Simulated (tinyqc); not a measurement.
Worked calculation: RKS/LDA (PW92) in the cc-pvdz basis, for He, spin multiplicity 1. One step of it, computed by the program tinyqc.

Task: Iteration 2: DIIS coefficients. Solve [B -1; -1 0][c; lambda] = [0; -1] for the coefficients, which sum to one.

B (overlaps of the stored error matrices):
```
                1               2
1   6.6658606e-03  -2.6734439e-04
2  -2.6734439e-04   1.0722250e-05
```

Give: DIIS coefficients.

Result:

DIIS coefficients: 0.0386  0.9614
